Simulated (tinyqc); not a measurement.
Worked calculation: gas flow in a process chamber: flow regimes, conductance, effective pumping speed, pump-down, outgassing and purge. Computed by tinyqc, a small Python program that keeps every step. Command: `OMP_NUM_THREADS=1 python tinyqc.py 3120401 3120402 out.jsonl pump walk`. One thread of a shared host (Intel(R) Xeon(R) Processor @ 2.30GHz), about 0.09 s of CPU time with the checks. Intermediate numbers are printed to about 6 digits and carried at full precision; extremes and crossings named in words are read from the listed rows.

Ideal gas, isothermal flow, a pump of constant speed at the end of a round pipe; process gas, volume gas and outgassing are given the same properties. 1 sccm = 101325 Pa x 1e-6 m^3/60 s x T/273.15 K.

Inputs (values chosen for the exercise, modelled on hydrogen near room temperature): molar mass M = 2.016 g/mol; molecular diameter = 0.27 nm; viscosity eta = 8.9 micropascal s; temperature T = 293 K; chamber volume V = 35 L; wall area = 1.2 m^2; pipe diameter d = 2.5 cm; pipe length l = 16 cm; pump speed S = 9.8 L/s; process gas flow = 170 sccm; outgassing rate after 1 h = 9.8e-06 Pa m^3/(s m^2); outgassing exponent n = 1.1; starting pressure p0 = 790 Pa; target base pressure = 4e-05 Pa.

Constants: k_B = 1.380649e-23 J/K; u = 1.6605390666e-27 kg.

## Molecular flow

Mean speed c = sqrt(8 k_B T/(pi m)); aperture conductance C_a = c pi d^2/16; molecular pipe C_m = C_a/(1 + 3 l/(4 d)) (Dushman form); viscous pipe C_v = pi d^4 p_mean/(128 eta l); Knudsen interpolation C = C_v + C_m (1 + x)/(1 + 1.24 x), x = d p_mean sqrt(m/(k_B T))/eta. Effective speed 1/S_eff = 1/S + 1/C_m; time constant V/S_eff; pressure at which the free path k_B T/(sqrt2 pi d_m^2 p) equals d.

mean speed c = 1754.19 m/s

C_a = 215.271 L/s

C_m = 37.1157 L/s

S_eff in molecular flow = 7.75292 L/s

time constant = 4.51443 s

pressure where the free path equals d = 0.499595 Pa

The pipe passes on 79 % of the pump speed.

## Process pressure

Steady flow: the pump inlet is at p_2 = Q/S, and the chamber pressure p_1 solves Q = C((p_1 + p_2)/2) (p_1 - p_2). Residence time = p_1 V/Q. Knudsen number = free path at the mean pressure over d.

throughput Q = 307.950 Pa L/s

p_2 = 31.4235 Pa

chamber pressure p_1 = 32.6764 Pa

conductance C = 245.785 L/s

residence time = 3.71383 s

Knudsen number = 0.0155880

The flow in the pipe is transitional.

## Purging a well-mixed chamber

With steady flow a contaminant decays as exp(-t/residence time); gas used = flow x time.

time to dilute 1e3 times = 25.6542 s

time to dilute 1e6 times = 51.3084 s

gas used for 1e6 = 145.374 standard cm^3

## Pump-down curve

Pump-down: V dp/dt = -S_eff(p) p + q(t) A, with S_eff = S p_2/p, where p_2 solves C((p + p_2)/2) (p - p_2) = S p_2 at each moment, and q(t) = q_1 (1 h/(t + 10 s))^n; integrated adaptively. At long times p = q(t) A/S_eff. S_eff(p) is tabulated at 260 pressures and interpolated in ln p. Comparison columns: p0 exp(-t/time constant) with the molecular S_eff (0 below 1e-26 p0), and the outgassing limit.

Pressure against time:
```
t (s)        p (Pa)  S_eff (L/s)  volume gas only (Pa)  outgassing limit (Pa)
0.3     7.26529e+02      9.78049           7.39208e+02            9.52256e-01
1       5.97602e+02      9.77633           6.33032e+02            8.85814e-01
3       3.42245e+02      9.75892           4.06465e+02            7.37118e-01
10      4.97535e+01      9.54055           8.62208e+01            4.58925e-01
30      6.32458e-01      7.71735           1.02703e+00            2.14096e-01
100     7.42281e-02      7.71736           1.89443e-07            7.03627e-02
300     2.29225e-02      7.73972                     0            2.25101e-02
1000    6.17284e-03      7.74914                     0            6.13933e-03
3600    1.51450e-03      7.75198                     0            1.51223e-03
20000   2.29942e-04      7.75278                     0            2.29881e-04
100000  3.91606e-05      7.75290                     0            3.91586e-05
```

From t = 100 s on the pressure is within 20 % of the outgassing limit, which falls only as (t + 10 s)^-1.1: walls, not volume, set the time to base pressure.

## Time to base pressure

From the outgassing limit: t = 1 h x (q_1 A/(S_eff p_target))^(1/n) - 10 s; monolayer time at the target = 1e19 m^-2 x 4 k_B T/(p c) for unit sticking.

time to the target = 27.2460 h

monolayer time = 2.30608 s

Checks made by the program: throughput from C and the pressure drop (relative difference 2e-10).
